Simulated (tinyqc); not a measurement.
Inside a calculation (part 1 of 2). Method: CIS on RHF in the sto-3g basis, for BeH2, spin multiplicity 1. Computed by tinyqc, a small Python program that keeps every step (integrals from PySCF). Settings: charge = 0, multiplicity = 1, basis = sto-3g, method = RHF, energy threshold = 1e-10, iteration cap = 50, orthogonalisation = symmetric, start = core, DIIS depth = 6. Command: `OMP_NUM_THREADS=1 python tinyqc.py 30209 30210 out.jsonl` (the two numbers bound the seeds that draw the settings). One thread of a shared host (Intel(R) Xeon(R) Processor @ 2.60GHz), about 0.06 s of CPU time with the checks. The early iterations of the SCF are left out here.

## One-electron integrals

Geometry (angstrom):
```
atom         x          y         z
Be    0.000000   0.000000  0.000000
H     0.000000   1.420000  0.000000
H     0.000000  -1.420000  0.000000
```

Basis sto-3g: exponents (1/bohr^2) and contraction coefficients of normalised primitives:
```
element  l (shell)   exponent  coefficient
Be           s (1)  30.167871     0.154329
Be           s (1)   5.495115     0.535328
Be           s (1)   1.487193     0.444635
Be           s (2)   1.314833    -0.099967
Be           s (2)   0.305539     0.399513
Be           s (2)   0.099371     0.700115
Be           p (3)   1.314833     0.155916
Be           p (3)   0.305539     0.607684
Be           p (3)   0.099371     0.391957
H            s (1)   3.425251     0.154329
H            s (1)   0.623914     0.535328
H            s (1)   0.168855     0.444635
```

Overlap, kinetic and nuclear-attraction integrals over the contracted functions; the nuclear repulsion is the sum of Za Zb / Rab.

nuclear repulsion = 3.16761007 hartree

overlap S, order 1Be 1s, 1Be 2s, 1Be 2px, 1Be 2py, 1Be 2pz, 2H 1s, 3H 1s:
$$\begin{pmatrix}
1.000000 & 0.259517 & 0.000000 & 0.000000 & 0.000000 & 0.058259 & 0.058259 \\
0.259517 & 1.000000 & 0.000000 & 0.000000 & 0.000000 & 0.427997 & 0.427997 \\
0.000000 & 0.000000 & 1.000000 & 0.000000 & 0.000000 & 0.000000 & 0.000000 \\
0.000000 & 0.000000 & 0.000000 & 1.000000 & 0.000000 & 0.502316 & -0.502316 \\
0.000000 & 0.000000 & 0.000000 & 0.000000 & 1.000000 & 0.000000 & 0.000000 \\
0.058259 & 0.427997 & 0.000000 & 0.502316 & 0.000000 & 1.000000 & 0.025453 \\
0.058259 & 0.427997 & 0.000000 & -0.502316 & 0.000000 & 0.025453 & 1.000000
\end{pmatrix}$$

kinetic energy T (hartree), order 1Be 1s, 1Be 2s, 1Be 2px, 1Be 2py, 1Be 2pz, 2H 1s, 3H 1s:
$$\begin{pmatrix}
6.693975 & -0.033012 & 0.000000 & 0.000000 & 0.000000 & -0.015064 & -0.015064 \\
-0.033012 & 0.211111 & 0.000000 & 0.000000 & 0.000000 & 0.057300 & 0.057300 \\
0.000000 & 0.000000 & 0.660592 & 0.000000 & 0.000000 & 0.000000 & 0.000000 \\
0.000000 & 0.000000 & 0.000000 & 0.660592 & 0.000000 & 0.167898 & -0.167898 \\
0.000000 & 0.000000 & 0.000000 & 0.000000 & 0.660592 & 0.000000 & 0.000000 \\
-0.015064 & 0.057300 & 0.000000 & 0.167898 & 0.000000 & 0.760032 & -0.008020 \\
-0.015064 & 0.057300 & 0.000000 & -0.167898 & 0.000000 & -0.008020 & 0.760032
\end{pmatrix}$$

nuclear attraction V (hartree), order 1Be 1s, 1Be 2s, 1Be 2px, 1Be 2py, 1Be 2pz, 2H 1s, 3H 1s:
$$\begin{pmatrix}
-15.306412 & -2.092669 & 0.000000 & 0.000000 & 0.000000 & -0.468217 & -0.468217 \\
-2.092669 & -3.019858 & 0.000000 & 0.000000 & 0.000000 & -1.230510 & -1.230510 \\
0.000000 & 0.000000 & -2.929868 & 0.000000 & 0.000000 & 0.000000 & 0.000000 \\
0.000000 & 0.000000 & 0.000000 & -3.144894 & 0.000000 & -1.410496 & 1.410496 \\
0.000000 & 0.000000 & 0.000000 & 0.000000 & -2.929868 & 0.000000 & 0.000000 \\
-0.468217 & -1.230510 & 0.000000 & -1.410496 & 0.000000 & -2.895107 & -0.086192 \\
-0.468217 & -1.230510 & 0.000000 & 1.410496 & 0.000000 & -0.086192 & -2.895107
\end{pmatrix}$$

core Hamiltonian H = T + V (hartree), order 1Be 1s, 1Be 2s, 1Be 2px, 1Be 2py, 1Be 2pz, 2H 1s, 3H 1s:
$$\begin{pmatrix}
-8.612437 & -2.125681 & 0.000000 & 0.000000 & 0.000000 & -0.483281 & -0.483281 \\
-2.125681 & -2.808748 & 0.000000 & 0.000000 & 0.000000 & -1.173211 & -1.173211 \\
0.000000 & 0.000000 & -2.269276 & 0.000000 & 0.000000 & 0.000000 & 0.000000 \\
0.000000 & 0.000000 & 0.000000 & -2.484302 & 0.000000 & -1.242598 & 1.242598 \\
0.000000 & 0.000000 & 0.000000 & 0.000000 & -2.269276 & 0.000000 & 0.000000 \\
-0.483281 & -1.173211 & 0.000000 & -1.242598 & 0.000000 & -2.135075 & -0.094212 \\
-0.483281 & -1.173211 & 0.000000 & 1.242598 & 0.000000 & -0.094212 & -2.135075
\end{pmatrix}$$

## Two-electron integrals

Functions are numbered as in S; the eight-fold symmetry (ij|kl) = (ji|kl) = (kl|ij) leaves the list below.

Two-electron integrals (ij|kl) in chemists' order, unique and non-zero (hartree):
```
(11|11) 2.298831    (21|11) 0.392036    (21|21) 0.079539    (22|11) 0.570988
(22|21) 0.143041    (22|22) 0.417683    (31|31) 0.014607    (32|31) 0.021888
(32|32) 0.092265    (33|11) 0.569578    (33|21) 0.143083    (33|22) 0.417589
(33|33) 0.449859    (41|41) 0.014607    (42|41) 0.021888    (42|42) 0.092265
(43|43) 0.024249    (44|11) 0.569578    (44|21) 0.143083    (44|22) 0.417589
(44|33) 0.401360    (44|44) 0.449859    (51|51) 0.014607    (52|51) 0.021888
(52|52) 0.092265    (53|53) 0.024249    (54|54) 0.024249    (55|11) 0.569578
(55|21) 0.143083    (55|22) 0.417589    (55|33) 0.401360    (55|44) 0.401360
(55|55) 0.449859    (61|11) 0.086988    (61|21) 0.017638    (61|22) 0.031975
(61|33) 0.031745    (61|41) 0.001570    (61|42) 0.002951    (61|44) 0.032451
(61|55) 0.031745    (61|61) 0.004104    (62|11) 0.204124    (62|21) 0.051847
(62|22) 0.164055    (62|33) 0.157919    (62|41) 0.006804    (62|42) 0.041101
(62|44) 0.176180    (62|55) 0.157919    (62|61) 0.012716    (62|62) 0.094567
(63|31) 0.004849    (63|32) 0.022471    (63|43) 0.007188    (63|63) 0.008897
(64|11) 0.216556    (64|21) 0.055693    (64|22) 0.184862    (64|33) 0.173907
(64|41) 0.011088    (64|42) 0.064082    (64|44) 0.206586    (64|55) 0.173907
(64|61) 0.014301    (64|62) 0.121408    (64|64) 0.161275    (65|51) 0.004849
(65|52) 0.022471    (65|54) 0.007188    (65|65) 0.008897    (66|11) 0.370140
(66|21) 0.095733    (66|22) 0.338862    (66|33) 0.314253    (66|41) 0.015009
(66|42) 0.116076    (66|44) 0.387813    (66|55) 0.314253    (66|61) 0.024142
(66|62) 0.246248    (66|64) 0.336151    (66|66) 0.774606    (71|11) 0.086988
(71|21) 0.017638    (71|22) 0.031975    (71|33) 0.031745    (71|41) -0.001570
(71|42) -0.002951   (71|44) 0.032451    (71|55) 0.031745    (71|61) 0.003744
(71|62) 0.010726    (71|64) 0.011086    (71|66) 0.019535    (71|71) 0.004104
(72|11) 0.204124    (72|21) 0.051847    (72|22) 0.164055    (72|33) 0.157919
(72|41) -0.006804   (72|42) -0.041101   (72|44) 0.176180    (72|55) 0.157919
(72|61) 0.010726    (72|62) 0.049827    (72|64) 0.051061    (72|66) 0.095951
(72|71) 0.012716    (72|72) 0.094567    (73|31) 0.004849    (73|32) 0.022471
(73|43) -0.007188   (73|63) 0.003746    (73|73) 0.008897    (74|11) -0.216556
(74|21) -0.055693   (74|22) -0.184862   (74|33) -0.173907   (74|41) 0.011088
(74|42) 0.064082    (74|44) -0.206586   (74|55) -0.173907   (74|61) -0.011086
(74|62) -0.051061   (74|64) -0.050288   (74|66) -0.097002   (74|71) -0.014301
(74|72) -0.121408   (74|74) 0.161275    (75|51) 0.004849    (75|52) 0.022471
(75|54) -0.007188   (75|65) 0.003746    (75|75) 0.008897    (76|11) 0.015968
(76|21) 0.003950    (76|22) 0.011146    (76|33) 0.010975    (76|44) 0.011484
(76|55) 0.010975    (76|61) 0.000887    (76|62) 0.004495    (76|64) 0.005144
(76|66) 0.009537    (76|71) 0.000887    (76|72) 0.004495    (76|74) -0.005144
(76|76) 0.000303    (77|11) 0.370140    (77|21) 0.095733    (77|22) 0.338862
(77|33) 0.314253    (77|41) -0.015009   (77|42) -0.116076   (77|44) 0.387813
(77|55) 0.314253    (77|61) 0.019535    (77|62) 0.095951    (77|64) 0.097002
(77|66) 0.186309    (77|71) 0.024142    (77|72) 0.246248    (77|74) -0.336151
(77|76) 0.009537    (77|77) 0.774606
```

## Orthogonalisation

S = U s U^T; symmetric (Loewdin) form X = U s^(-1/2) U^T, so that X^T S X = 1.

eigenvalues of S: [0.276777, 0.378891, 0.944567, 1.000000, 1.000000, 1.697770, 1.701996]

X, order 1Be 1s, 1Be 2s, 1Be 2px, 1Be 2py, 1Be 2pz, 2H 1s, 3H 1s:
$$\begin{pmatrix}
1.028530 & -0.152883 & 0.000000 & 0.000000 & 0.000000 & 0.019807 & 0.019807 \\
-0.152883 & 1.220549 & 0.000000 & 0.000000 & 0.000000 & -0.282164 & -0.282164 \\
0.000000 & 0.000000 & 1.000000 & 0.000000 & 0.000000 & 0.000000 & 0.000000 \\
0.000000 & 0.000000 & 0.000000 & 1.323982 & 0.000000 & -0.400627 & 0.400627 \\
0.000000 & 0.000000 & 0.000000 & 0.000000 & 1.000000 & 0.000000 & 0.000000 \\
0.019807 & -0.282164 & 0.000000 & -0.400627 & 0.000000 & 1.257615 & -0.086667 \\
0.019807 & -0.282164 & 0.000000 & 0.400627 & 0.000000 & -0.086667 & 1.257615
\end{pmatrix}$$

## Starting guess

The start is the orbitals of the core Hamiltonian; D = 2 C_occ C_occ^T.

D at the start, order 1Be 1s, 1Be 2s, 1Be 2px, 1Be 2py, 1Be 2pz, 2H 1s, 3H 1s:
$$\begin{pmatrix}
2.134187 & -0.490454 & 0.000000 & 0.000000 & 0.000000 & -0.038779 & -0.038779 \\
-0.490454 & 1.730719 & 0.000000 & 0.000000 & 0.000000 & 0.203892 & 0.203892 \\
0.000000 & 0.000000 & 0.000000 & 0.000000 & 0.000000 & 0.000000 & 0.000000 \\
0.000000 & 0.000000 & 0.000000 & 2.057721 & 0.000000 & -0.029127 & 0.029127 \\
0.000000 & 0.000000 & 0.000000 & 0.000000 & 0.000000 & 0.000000 & 0.000000 \\
-0.038779 & 0.203892 & 0.000000 & -0.029127 & 0.000000 & 0.024613 & 0.023789 \\
-0.038779 & 0.203892 & 0.000000 & 0.029127 & 0.000000 & 0.023789 & 0.024613
\end{pmatrix}$$

## Iteration 7 (converged): orbitals

converged F (hartree), order 1Be 1s, 1Be 2s, 1Be 2px, 1Be 2py, 1Be 2pz, 2H 1s, 3H 1s:
$$\begin{pmatrix}
-4.520765 & -1.288316 & 0.000000 & 0.000000 & 0.000000 & -0.298214 & -0.298214 \\
-1.288316 & -0.617420 & 0.000000 & 0.000000 & 0.000000 & -0.386813 & -0.386813 \\
0.000000 & 0.000000 & 0.213358 & 0.000000 & 0.000000 & 0.000000 & 0.000000 \\
0.000000 & 0.000000 & 0.000000 & -0.202980 & 0.000000 & -0.323670 & 0.323670 \\
0.000000 & 0.000000 & 0.000000 & 0.000000 & 0.213358 & 0.000000 & 0.000000 \\
-0.298214 & -0.386813 & 0.000000 & -0.323670 & 0.000000 & -0.280939 & -0.033937 \\
-0.298214 & -0.386813 & 0.000000 & 0.323670 & 0.000000 & -0.033937 & -0.280939
\end{pmatrix}$$

Diagonalise F' = X^T F X, C = X C', fill 3 alpha and 3 beta electrons from the bottom; D = 2 C_occ C_occ^T. Each column has its largest component positive (the first on a tie).

F' = X^T F X (hartree):
$$\begin{pmatrix}
-4.411534 & -0.695007 & 0.000000 & 0.000000 & 0.000000 & -0.034066 & -0.034066 \\
-0.695007 & -0.113387 & 0.000000 & 0.000000 & 0.000000 & -0.314068 & -0.314068 \\
0.000000 & 0.000000 & 0.213358 & 0.000000 & 0.000000 & 0.000000 & 0.000000 \\
0.000000 & 0.000000 & 0.000000 & 0.251631 & 0.000000 & -0.439280 & 0.439280 \\
0.000000 & 0.000000 & 0.000000 & 0.000000 & 0.213358 & 0.000000 & 0.000000 \\
-0.034066 & -0.314068 & 0.000000 & -0.439280 & 0.000000 & 0.082249 & -0.103496 \\
-0.034066 & -0.314068 & 0.000000 & 0.439280 & 0.000000 & -0.103496 & 0.082249
\end{pmatrix}$$

orbital energies (hartree): MO1 -4.524178, MO2 -0.442144, MO3 -0.403420, MO4 0.213358, MO5 0.213358, MO6 0.420155, MO7 0.840797

coefficients C, order 1Be 1s, 1Be 2s, 1Be 2px, 1Be 2py, 1Be 2pz, 2H 1s, 3H 1s:
$$\begin{pmatrix}
0.991779 & -0.218489 & 0.000000 & 0.000000 & 0.000000 & -0.225098 & 0.000000 \\
0.031704 & 0.576847 & 0.000000 & 0.000000 & 0.000000 & 1.156974 & 0.000000 \\
0.000000 & 0.000000 & 0.000000 & -0.153360 & 0.988170 & 0.000000 & 0.000000 \\
0.000000 & 0.000000 & 0.499974 & 0.000000 & 0.000000 & 0.000000 & 1.350540 \\
0.000000 & 0.000000 & 0.000000 & 0.988170 & 0.153360 & 0.000000 & 0.000000 \\
-0.003416 & 0.393026 & 0.414024 & 0.000000 & 0.000000 & -0.781720 & -0.944793 \\
-0.003416 & 0.393026 & -0.414024 & 0.000000 & 0.000000 & -0.781720 & 0.944793
\end{pmatrix}$$

D after iteration 7, order 1Be 1s, 1Be 2s, 1Be 2px, 1Be 2py, 1Be 2pz, 2H 1s, 3H 1s:
$$\begin{pmatrix}
2.062726 & -0.189182 & 0.000000 & 0.000000 & 0.000000 & -0.178520 & -0.178520 \\
-0.189182 & 0.667516 & 0.000000 & 0.000000 & 0.000000 & 0.453216 & 0.453216 \\
0.000000 & 0.000000 & 0.000000 & 0.000000 & 0.000000 & 0.000000 & 0.000000 \\
0.000000 & 0.000000 & 0.000000 & 0.499948 & 0.000000 & 0.414002 & -0.414002 \\
0.000000 & 0.000000 & 0.000000 & 0.000000 & 0.000000 & 0.000000 & 0.000000 \\
-0.178520 & 0.453216 & 0.000000 & 0.414002 & 0.000000 & 0.651794 & -0.033869 \\
-0.178520 & 0.453216 & 0.000000 & -0.414002 & 0.000000 & -0.033869 & 0.651794
\end{pmatrix}$$

Within a degenerate level the vectors are fixed only up to a rotation; this is one choice.

## Convergence

Stop when the energy changes by less than 1e-10 hartree and every element of the error matrix X^T (F D S - S D F) X is below 3e-06.

Course of the cycle:
```
iteration   E (hartree)     change  largest element of the error matrix
1          -14.99320589          -                             5.65e-01
2          -15.54654909  -5.53e-01                             4.82e-02
3          -15.54918637  -2.64e-03                             1.54e-03
4          -15.54919285  -6.48e-06                             2.93e-04
5          -15.54919308  -2.31e-07                             1.10e-05
6          -15.54919308  -1.74e-10                             4.78e-09
7          -15.54919308  -1.42e-14                             2.25e-09
```

PySCF RHF in the same basis = -15.54919308 hartree

Converged in 7 iterations.

## Populations, bond orders and dipole

Mulliken: Z minus the diagonal of D S on the atom; Loewdin: the same with S^(1/2) D S^(1/2); Mayer order: 2 sum_s sum (D(s) S)_ij (D(s) S)_ji over the two atoms.

Charges (e):
```
atom   Mulliken    Loewdin
1Be    0.084933   0.070251
2H    -0.042467  -0.035125
3H    -0.042467  -0.035125
```

Mayer bond orders:
```
pair     order
2-1   0.996461
3-1   0.996461
3-2   0.001736
```

dipole moment about the origin, x y z (debye): [0.000000, 0.000000, 0.000000]

## Integrals over molecular orbitals

(pq|rs) = sum C_ip C_jq C_kr C_ls (ij|kl), one index at a time.

one-electron integrals over orbitals h = C^T H C (hartree):
$$\begin{pmatrix}
-8.600909 & 0.217390 & 0.000000 & 0.000000 & 0.000000 & 0.199855 & 0.000000 \\
0.217390 & -2.396591 & 0.000000 & 0.000000 & 0.000000 & -0.203391 & 0.000000 \\
0.000000 & 0.000000 & -2.349561 & 0.000000 & 0.000000 & 0.000000 & -0.296526 \\
0.000000 & 0.000000 & 0.000000 & -2.269276 & 0.000000 & 0.000000 & 0.000000 \\
0.000000 & 0.000000 & 0.000000 & 0.000000 & -2.269276 & 0.000000 & 0.000000 \\
0.199855 & -0.203391 & 0.000000 & 0.000000 & 0.000000 & -1.909337 & 0.000000 \\
0.000000 & 0.000000 & -0.296526 & 0.000000 & 0.000000 & 0.000000 & -1.832623
\end{pmatrix}$$

Two-electron integrals over orbitals (pq|rs), unique and non-zero (hartree):
```
(11|11) 2.271617    (21|11) -0.193117   (21|21) 0.025246    (22|11) 0.475027
(22|21) -0.006242   (22|22) 0.388758    (31|31) 0.005576    (32|31) 0.012789
(32|32) 0.162456    (33|11) 0.442941    (33|21) -0.002621   (33|22) 0.401668
(33|33) 0.424954    (41|41) 0.015762    (42|41) 0.015118    (42|42) 0.048499
(43|43) 0.013779    (44|11) 0.569179    (44|21) -0.007684   (44|22) 0.362860
(44|33) 0.348298    (44|44) 0.449859    (51|51) 0.015762    (52|51) 0.015118
(52|52) 0.048499    (53|53) 0.013779    (54|54) 0.024249    (55|11) 0.569179
(55|21) -0.007684   (55|22) 0.362860    (55|33) 0.348298    (55|44) 0.401360
(55|55) 0.449859    (61|11) -0.187811   (61|21) 0.025164    (61|22) -0.006419
(61|33) -0.003605   (61|44) -0.005192   (61|55) -0.005192   (61|61) 0.025244
(62|11) 0.122361    (62|21) -0.006385   (62|22) -0.020497   (62|33) -0.044506
(62|44) 0.058542    (62|55) 0.058542    (62|61) -0.004625   (62|62) 0.079741
(63|31) -0.001618   (63|32) -0.093343   (63|63) 0.084469    (64|41) 0.016347
(64|42) 0.047121    (64|64) 0.050417    (65|51) 0.016347    (65|52) 0.047121
(65|65) 0.050417    (66|11) 0.470826    (66|21) -0.006720   (66|22) 0.388781
(66|33) 0.399866    (66|44) 0.361837    (66|55) 0.361837    (66|61) -0.006371
(66|62) -0.031602   (66|66) 0.404581    (71|31) 0.010524    (71|32) 0.019425
(71|63) -0.001051   (71|71) 0.020148    (72|31) 0.003994    (72|32) -0.042112
(72|63) 0.061638    (72|71) 0.007835    (72|72) 0.056810    (73|11) 0.144848
(73|21) -0.004614   (73|22) -0.002835   (73|33) -0.019087   (73|44) 0.063932
(73|55) 0.063932    (73|61) -0.003496   (73|62) 0.075236    (73|66) -0.023496
(73|73) 0.084275    (74|43) 0.013592    (74|74) 0.016741    (75|53) 0.013592
(75|75) 0.016741    (76|31) 0.010620    (76|32) 0.141748    (76|63) -0.093584
(76|71) 0.016489    (76|72) -0.052325   (76|76) 0.139108    (77|11) 0.565374
(77|21) -0.008425   (77|22) 0.417040    (77|33) 0.434913    (77|44) 0.385891
(77|55) 0.385891    (77|61) -0.008348   (77|62) -0.029157   (77|66) 0.425970
(77|73) -0.004642   (77|77) 0.475102
```

## CIS matrix, singlets

A(ia,jb) = (e_a - e_i) d_ij d_ab + 2 (ia|jb) - (ij|ab).

CIS matrix A, singlet (hartree):
```
          1>4       1>5        1>6        1>7       2>4       2>5        2>6        2>7
1>4  4.199880  0.000000   0.000000   0.000000  0.037920  0.000000   0.000000   0.000000
1>5  0.000000  4.199880   0.000000   0.000000  0.000000  0.037920   0.000000   0.000000
1>6  0.000000  0.000000   4.523994   0.000000  0.000000  0.000000  -0.002530   0.000000
1>7  0.000000  0.000000   0.000000   4.839896  0.000000  0.000000   0.000000   0.024094
2>4  0.037920  0.000000   0.000000   0.000000  0.389641  0.000000   0.000000   0.000000
2>5  0.000000  0.037920   0.000000   0.000000  0.000000  0.389641   0.000000   0.000000
2>6  0.000000  0.000000  -0.002530   0.000000  0.000000  0.000000   0.633000   0.000000
2>7  0.000000  0.000000   0.000000   0.024094  0.000000  0.000000   0.000000   0.979520
3>4  0.000000  0.000000   0.000000   0.000000  0.000000  0.000000   0.000000   0.000000
3>5  0.000000  0.000000   0.000000   0.000000  0.000000  0.000000   0.000000   0.000000
3>6  0.000000  0.000000   0.000000  -0.012722  0.000000  0.000000   0.000000  -0.018471
3>7  0.000000  0.000000  -0.017613   0.000000  0.000000  0.000000   0.008724   0.000000

          3>4       3>5        3>6        3>7
1>4  0.000000  0.000000   0.000000   0.000000
1>5  0.000000  0.000000   0.000000   0.000000
1>6  0.000000  0.000000   0.000000  -0.017613
1>7  0.000000  0.000000  -0.012722   0.000000
2>4  0.000000  0.000000   0.000000   0.000000
2>5  0.000000  0.000000   0.000000   0.000000
2>6  0.000000  0.000000   0.000000   0.008724
2>7  0.000000  0.000000  -0.018471   0.000000
3>4  0.296038  0.000000   0.000000   0.000000
3>5  0.000000  0.296038   0.000000   0.000000
3>6  0.000000  0.000000   0.592646   0.000000
3>7  0.000000  0.000000   0.000000   0.977854
```

## CIS singlet states

dipole integrals <i|r|a> (bohr), order 1>4, 1>5, 1>6, 1>7, 2>4, 2>5, 2>6, 2>7, 3>4, 3>5, 3>6, 3>7:
$$\begin{pmatrix}
-0.023298 & 0.000000 & 0.150123 \\
0.150123 & 0.000000 & 0.023298 \\
0.000000 & 0.000000 & 0.000000 \\
0.000000 & 0.136124 & 0.000000 \\
-0.148067 & 0.000000 & 0.954071 \\
0.954071 & 0.000000 & 0.148067 \\
0.000000 & 0.000000 & 0.000000 \\
0.000000 & -0.633494 & 0.000000 \\
0.000000 & 0.000000 & 0.000000 \\
0.000000 & 0.000000 & 0.000000 \\
0.000000 & -1.209153 & 0.000000 \\
0.000000 & 0.000000 & 0.000000
\end{pmatrix}$$

Diagonalise A (1 hartree = 27.211386 eV); each vector has its largest component positive (the first on a tie). The transition dipole is mu = sqrt2 sum c_ia <i|r|a>.

singlet excitation energies (eV): [8.055603, 8.055603, 10.592401, 10.592401, 16.101924, 17.218765, 26.612379, 26.673759, 114.294827, 114.294827, 123.106574, 131.705422]

lowest vectors, order 1>4, 1>5, 1>6, 1>7, 2>4, 2>5, 2>6, 2>7, 3>4, 3>5, 3>6, 3>7:
$$\begin{pmatrix}
0.000000 & 0.000000 & -0.009951 & 0.000065 & 0.000000 & 0.000000 \\
0.000000 & 0.000000 & -0.000065 & -0.009951 & 0.000000 & 0.000000 \\
0.000000 & 0.000000 & 0.000000 & 0.000000 & 0.000000 & 0.000536 \\
0.000000 & 0.000000 & 0.000000 & 0.000000 & 0.002723 & 0.000000 \\
0.000000 & 0.000000 & 0.999929 & -0.006484 & 0.000000 & 0.000000 \\
0.000000 & 0.000000 & 0.006484 & 0.999929 & 0.000000 & 0.000000 \\
0.000000 & 0.000000 & 0.000000 & 0.000000 & 0.000000 & 0.999681 \\
0.000000 & 0.000000 & 0.000000 & 0.000000 & 0.047410 & 0.000000 \\
-0.013554 & 0.999908 & 0.000000 & 0.000000 & 0.000000 & 0.000000 \\
0.999908 & 0.013554 & 0.000000 & 0.000000 & 0.000000 & 0.000000 \\
0.000000 & 0.000000 & 0.000000 & 0.000000 & 0.998872 & 0.000000 \\
0.000000 & 0.000000 & 0.000000 & 0.000000 & 0.000000 & -0.025247
\end{pmatrix}$$

oscillator strengths 2/3 w |mu|^2: [0.000000, 0.000000, 0.482254, 0.482254, 1.208155, 0.000000]

Within a degenerate level the vectors are fixed only up to a rotation; this is one choice.
